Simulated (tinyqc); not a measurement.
Potential-pH (Pourbaix) lines of a metal, its cation, its oxide and an oxyanion, with a complexing ligand. Changing the total ligand c_L. Computed by tinyqc, a small Python program. Command: `OMP_NUM_THREADS=1 python tinyqc.py 3001610 3001611 out.jsonl pourb sweep`. One thread of a shared host (Intel(R) Xeon(R) Processor @ 2.30GHz), about 0.02 s of CPU time with the checks.

Potentials are against the standard hydrogen electrode; solids and water have unit activity; dG_f of M, H+ and the electron is zero; F = e N_A and s = R T ln(10)/F. The cation carries z = 2.

Inputs (values chosen for the exercise, modelled on copper):

| quantity | value | unit |
|---|---|---|
| dG_f of the cation | 65.7 | kJ/mol |
| dG_f of the oxide | -130.74 | kJ/mol |
| dG_f of the oxyanion | -198.71 | kJ/mol |
| dG_f of water | -237.14 | kJ/mol |
| temperature T | 298.15 | K |
| log10 of the dissolved activity a | -6 | - |
| pH | 3 | - |
| potential E | -0.54 | V |
| log10 of the stability constant beta of ML | 9.2 | - |
| pKa of HL | 8.6 | - |
| limiting current density i_L | 0.00018 | A/cm^2 |
| molar volume V_m | 7.11 | cm^3/mol |

Species: M, M2+, MO, MO2(2-).

exchange current densities, metal and cathodic (A/cm^2): 9.4e-07  1.4e-10

Tafel slopes, anodic and cathodic (mV/decade): 85  120

Constants: R = 8.314462618 J/(mol K); e = 1.602176634e-19 C; N_A = 6.02214076e+23 1/mol.

Method:
- M2+ + 2e = M; MO + 2H+ + 2e = M + H2O; MO2(2-) + 4H+ + 2e = M + 2H2O. For each, E0 = -dG/(z F), and E = E0 + (s/z) log10 a - (s n_H/z) pH, with no activity term for the oxide.
- The metal is stable below the lowest of the three lines; above it, the species of the lowest line is stable. Water lines at 1 bar: hydrogen E = -s pH, oxygen E = -dG_f(water)/(2F) - s pH.
- The free ligand is c_L/(1 + 10^(pKa - pH)) (ligand in excess); dissolved metal is a in all, so the free cation is a/alpha, alpha = 1 + beta [L]; the cation line drops by (s/z) log10 alpha.
- Anodic i = i0a 10^((E - E_a)/b_a) with E_a the cation line with ligand; cathodic i = i0c 10^((E_c - E)/b_c) with E_c the oxygen line; supply caps the cathodic current, 1/i_c = 1/i(Tafel) + 1/i_L. E_corr makes the two currents equal. Without the cap it would be [b_c E_a + b_a E_c + b_a b_c log10(i0c/i0a)]/(b_a + b_c). Rate = i V_m/(z F). Films are left out.

One run for each value:

| total ligand c_L (mol/L) | log10 alpha | cation line with ligand (V) | etch rate (nm/min) | that line less the oxide line (V) |
|---|---|---|---|---|
| 1.00e-05 | 0.017 | 0.1625 | 1.815 | -0.2114 |
| 4.00e-05 | 0.064 | 0.1611 | 1.834 | -0.2128 |
| 2.00e-04 | 0.254 | 0.1555 | 1.912 | -0.2184 |
| 7.00e-04 | 0.578 | 0.1459 | 2.047 | -0.2280 |
| 3.00e-03 | 1.112 | 0.1301 | 2.272 | -0.2438 |
| 1.00e-02 | 1.611 | 0.1153 | 2.483 | -0.2586 |
| 6.00e-02 | 2.380 | 0.0926 | 2.795 | -0.2813 |
| 2.00e-01 | 2.902 | 0.0772 | 2.991 | -0.2967 |
| 1.00e+00 | 3.600 | 0.0565 | 3.224 | -0.3174 |

Over the rows, log10 alpha rises from 0.0170 to 3.60; cation line with ligand (V) falls from 0.162 to 0.0565; etch rate (nm/min) rises from 1.81 to 3.22 (exponent d ln y / d ln x 0.0076 between the first rows and 0.047 between the last). Once beta [L] exceeds 1, each decade of ligand lowers the cation line by s/z; the etch rate rises with it.

Caution (all rows): other oxidation states, hydroxides and hydrides are left out, and the lines say nothing of rates.

Extremes, crossings and ranges named in words are read from the listed rows.
